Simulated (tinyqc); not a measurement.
Worked calculation: Luttinger-Kohn k.p, four valence bands. Computed by tinyqc, a small Python program that keeps every step. Settings: g1 = 15.99, g2 = 5.71, g3 = 7.52. Command: `OMP_NUM_THREADS=1 python tinyqc.py 28357 28358 out.jsonl` (the two numbers bound the seeds that draw the settings). One thread of a shared host (Intel(R) Xeon(R) Processor @ 2.60GHz), about 0.01 s of CPU time with the checks.

## Bloch Hamiltonian at k

Luttinger parameters chosen for this model; energies are counted downward from the top of the valence band:
```
parameter      value  unit
g1         15.990000
g2          5.710000
g3          7.520000
```

k point k (1/angstrom): [0.009000, -0.027000, -0.025000]

P = c g1 k^2, Q = c g2 (kx^2 + ky^2 - 2 kz^2), R = c sqrt3 [-g2 (kx^2 - ky^2) + 2i g3 kx ky], S = 2 c sqrt3 g3 (kx - i ky) kz, c = hbar^2/2m = 3.809982 eV angstrom^2; rows [P+Q, -S, R, 0], [-S*, P-Q, 0, R], [R*, 0, P-Q, S], [0, R*, S*, P+Q]. The path ends lie at |k| = 0.05 1/angstrom.

H(k) at k (eV), order 3/2, 1/2, -1/2, -3/2:
$$\begin{pmatrix}
0.077850 & 0.022331+0.066994i & 0.024417-0.024118i & 0.000000 \\
0.022331-0.066994i & 0.096995 & 0.000000 & 0.024417-0.024118i \\
0.024417+0.024118i & 0.000000 & 0.096995 & -0.022331-0.066994i \\
0.000000 & 0.024417+0.024118i & -0.022331+0.066994i & 0.077850
\end{pmatrix}$$

## Levels at k

Diagonalise the Hermitian matrix.

eigenvalues (eV): [0.008325, 0.008325, 0.166520, 0.166520]

## Bands along a path

The same steps at evenly spaced points between the labelled ones.

Bands along the path (eV):
```
k               band 1    band 2    band 3    band 4
[111]         0.009049  0.009049  0.295559  0.295559
[111]-G 0.25  0.005090  0.005090  0.166252  0.166252
[111]-G 0.50  0.002262  0.002262  0.073890  0.073890
[111]-G 0.75  0.000566  0.000566  0.018472  0.018472
G             0.000000  0.000000  0.000000  0.000000
G-[100] 0.25  0.002721  0.002721  0.016317  0.016317
G-[100] 0.50  0.010882  0.010882  0.065270  0.065270
G-[100] 0.75  0.024485  0.024485  0.146857  0.146857
[100]         0.043529  0.043529  0.261079  0.261079
```

## Hole masses

E = c [g1 k^2 -/+ 2 sqrt(g2^2 k^4 + 3 (g3^2 - g2^2)(kx^2 ky^2 + ky^2 kz^2 + kz^2 kx^2))] with c = hbar^2/2m, and m* = hbar^2 k^2 / (2 E).

Masses (electron masses):
```
direction     heavy     light
[100]      0.218818  0.036483
[110]      0.565499  0.033100
[111]      1.052632  0.032227
```
